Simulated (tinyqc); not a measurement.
Worked calculation: inversion-layer mobility, back-scattering and ballistic limit of a field-effect transistor. Computed by tinyqc, a small Python program that keeps every step. Command: `OMP_NUM_THREADS=1 python tinyqc.py 3009778 3009779 out.jsonl mos walk`. One thread of a shared host (Intel(R) Xeon(R) Processor @ 2.30GHz), about 0.01 s of CPU time with the checks. Intermediate numbers are printed to about 7 digits and carried at full precision; extremes and crossings named in words are read from the listed rows.

The charge at the top of the source barrier is fixed by the gate; series resistance and short-channel effects are left out. F_j are Fermi integrals normalised to exp(eta) in the classical limit.

Inputs (values chosen for the exercise, modelled on a 4H-SiC n-channel):

| quantity | value | unit |
|---|---|---|
| transport mass m | 0.31 | m_0 |
| valley degeneracy g_v | 3 | - |
| weight w of the inversion charge | 0.5 | - |
| permittivity eps | 9.7 | - |
| phonon mobility at 1 MV/cm and 300 K, mu_ph | 83 | cm^2/(V s) |
| roughness mobility at 1 MV/cm, mu_sr | 60 | cm^2/(V s) |
| Coulomb mobility at N_inv = 1e12/cm^2, mu_C | 39 | cm^2/(V s) |
| electrical oxide thickness t_inv | 2.4 | nm |
| depletion charge N_dep | 4.9e+11 | 1/cm^2 |
| gate overdrive V_G - V_T | 0.16 | V |
| drain voltage V_D | 0.63 | V |
| channel length L | 150 | nm |
| exponent a of the critical length | 0.74 | - |
| temperature T | 300 | K |

Statistics at the top of the barrier: non-degenerate.

Constants: eps_0 = 8.8541878128e-12 F/m; e = 1.602176634e-19 C; m_0 = 9.1093837015e-31 kg; k_B = 1.380649e-23 J/K; hbar = 1.054571817e-34 J s; k_B = 8.617333262e-05 eV/K.

## Charge and field

N_inv = 3.9 eps_0 (V_G - V_T)/(e t_inv); effective field E_eff = e (N_dep + w N_inv)/(eps eps_0).

inversion density N_inv = 1.436851e+12 1/cm^2

effective field E_eff = 0.2254290 MV/cm

## Effective mobility

mu_phonon = mu_ph (E_eff/1 MV/cm)^(-0.3) (T/300 K)^(-1.75); mu_rough = mu_sr (E_eff/1 MV/cm)^(-2); mu_Coulomb = mu_C (N_inv/1e12 cm^-2) (T/300 K); Matthiessen's rule adds 1/mu.

phonon part = 129.7703 cm^2/(V s)

roughness part = 1180.679 cm^2/(V s)

Coulomb part = 56.03718 cm^2/(V s)

effective mobility mu = 37.88138 cm^2/(V s)

The Coulomb part is the lowest and holds 68 % of 1/mu.

## Ballistic limit

Non-degenerate: every F_j(eta) is replaced by exp(eta). Ballistic channel: N_2D = g_v m k_B T/(pi hbar^2), U = e V_D/(k_B T); eta_F solves N_inv = (N_2D/2)[F_0(eta_F) + F_0(eta_F - U)]; v_T = sqrt(2 k_B T/(pi m)); I/W = e (N_2D/2) v_T [F_1/2(eta_F) - F_1/2(eta_F - U)]; injection velocity v_T F_1/2(eta_F)/F_0(eta_F).

N_2D = 1.004325e+13 1/cm^2

eta_F = -1.251300

thermal velocity v_T = 0.9663111 1e7 cm/s

injection velocity = 0.9663111 1e7 cm/s

ballistic current I/W = 222.4534 microampere/micrometre

## Back-scattering

Mean free path lambda = (2 k_B T/e)(mu/v_T) F_0(eta_0)/F_-1/2(eta_0), with eta_0 from N_inv = N_2D F_0(eta_0); critical length l = L (1 + U)^(-a), an empirical rule; back-scattering r = l/(l + lambda). Then eta solves N_inv = (N_2D/2)[(1 + r) F_0(eta) + (1 - r) F_0(eta - U)] and I/W = e (N_2D/2) v_T (1 - r)[F_1/2(eta) - F_1/2(eta - U)]. Ballistic ratio: I over the ballistic current. Apparent mobility 1/(1/mu + 1/mu_B), mu_B = mu L/lambda.

eta_0 = -1.944447

mean free path lambda = 2.026903 nm

critical length l = 13.70568 nm

back-scattering coefficient r = 0.8711653

current I/W = 15.31651 microampere/micrometre

ballistic ratio = 0.06885267

apparent low-field mobility = 37.37633 cm^2/(V s)

L/lambda = 74.00, but at this drain voltage only the first 13.7 nm can return a carrier to the source, so the device works at 7 % of its ballistic limit. Caution: the current exceeds the long-channel drift law, so the empirical rule for l, meant for short channels, is too generous here.

## Channel length

The last column is the long-channel law e N_inv mu V/L with V = V_D - V_D^2/(2 V_ov) below pinch-off and V_ov/2 above, V_ov = V_G - V_T.

Currents (microampere/micrometre):

| L (nm) | r | I/W | ballistic ratio | long-channel law |
|---|---|---|---|---|
| 5 | 0.1839373 | 153.3324 | 0.6892786 | 139.5301 |
| 10 | 0.3107214 | 116.9832 | 0.5258773 | 69.7650 |
| 20 | 0.4741227 | 79.3578 | 0.3567392 | 34.8825 |
| 40 | 0.6432608 | 48.2929 | 0.2170922 | 17.4413 |
| 80 | 0.7829078 | 27.0866 | 0.1217630 | 8.7206 |
| 160 | 0.8782370 | 14.4213 | 0.0648284 | 4.3603 |
| 400 | 0.9474560 | 6.0020 | 0.0269808 | 1.7441 |
| 1000 | 0.9782982 | 2.4403 | 0.0109699 | 0.6977 |

The current scales as L^-0.98 at the long end and as L^-0.39 at the short end, where it reaches 69 % of the ballistic 222. At 1000 nm the model gives 3.50 times the long-channel law; the rule for l is a fit for short devices and fails wherever the model exceeds that law. Raising mu by 10 % at 20 nm raises I by 6.2 %.

## The mobility curve

The formulas are those given above.

Mobilities (cm^2/(V s)):

| V_G - V_T (V) | N_inv (1/cm^2) | E_eff (MV/cm) | phonon | roughness | Coulomb | total |
|---|---|---|---|---|---|---|
| 0.03 | 2.694095e+11 | 0.116537 | 158.1753 | 4417.960 | 10.5070 | 9.83058 |
| 0.06 | 5.388191e+11 | 0.141666 | 149.1758 | 2989.643 | 21.0139 | 18.30649 |
| 0.12 | 1.077638e+12 | 0.191924 | 136.1882 | 1628.896 | 42.0279 | 31.49565 |
| 0.20 | 1.796064e+12 | 0.258934 | 124.4862 | 894.896 | 70.0465 | 42.68633 |
| 0.35 | 3.143111e+12 | 0.384578 | 110.5561 | 405.678 | 122.5813 | 50.84390 |
| 0.50 | 4.490159e+12 | 0.510223 | 101.5664 | 230.479 | 175.1162 | 50.26374 |
| 0.75 | 6.735238e+12 | 0.719630 | 91.6105 | 115.860 | 262.6743 | 42.81941 |
| 1.00 | 8.980318e+12 | 0.929037 | 84.8532 | 69.516 | 350.2324 | 34.45249 |
| 1.50 | 1.347048e+13 | 1.347852 | 75.8902 | 33.027 | 525.3486 | 22.04642 |

The lowest part is Coulomb from 0.0300 to 0.200, phonon from 0.350 to 0.750, roughness from 1.00 to 1.50 V. The total peaks at 51 near E_eff = 0.38 MV/cm: screening lifts it at low density and the field presses it down at high density.

Checks made by the program: long channel and small V_D against the drift formula e N mu V_D/L (relative difference 9e-05).
